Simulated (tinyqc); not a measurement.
Inside a calculation. Method: geometry optimisation on the RHF/sto-6g surface (energies and gradients from PySCF), for H3+, spin multiplicity 1. One step of it, computed by the program tinyqc.

Task: Step 3: move. Quasi-Newton step p = -H^(-1) g (the inverse Hessian comes from BFGS updates; coordinates in the order x, y, z of each atom); steps longer than 0.1 bohr are cut back.

positions after step 2 (bohr):
```
            x          y          z
1H  -0.075997  -0.018973   0.014467
2H   0.085235  -0.102794   1.600876
3H   0.002101  -0.040749  -1.586997
```

gradient (hartree/bohr):
```
              x            y            z
1H   0.00396174  -0.00175916   0.00115667
2H  -0.00207971   0.00093727  -0.00234478
3H  -0.00188203   0.00082189   0.00118811
```

inverse Hessian in use (bohr^2/hartree):
```
           1          2          3          4          5          6          7          8
1   2.992862  -0.587642   0.231370  -0.703525   0.320139  -1.180705  -0.622670   0.267504
2  -0.587642   1.927042  -0.101114   0.311651  -0.141802   0.521175   0.275991  -0.118574
3   0.231370  -0.101114   1.529947  -0.112202   0.049198   0.045790  -0.119168   0.051916
4  -0.703525   0.311651  -0.112202   2.039213  -0.169406   0.610043   0.330979  -0.142245
5   0.320139  -0.141802   0.049198  -0.169406   1.743678  -0.274583  -0.150732   0.064791
6  -1.180705   0.521175   0.045790   0.610043  -0.274583   2.310749   0.570662  -0.246592
7  -0.622670   0.275991  -0.119168   0.330979  -0.150732   0.570662   1.958358  -0.125259
8   0.267504  -0.118574   0.051916  -0.142245   0.064791  -0.246592  -0.125259   1.720449
9   0.949335  -0.420061   0.090929  -0.497841   0.225386  -0.689872  -0.451494   0.194675

           9
1   0.949335
2  -0.420061
3   0.090929
4  -0.497841
5   0.225386
6  -0.689872
7  -0.451494
8   0.194675
9   2.265610
```

Give: positions after step 3.

Result:

positions after step 3 (bohr):
```
          x        y        z
1H  -0.0962  -0.0100   0.0111
2H   0.0959  -0.1076   1.6155
3H   0.0117  -0.0449  -1.5982
```
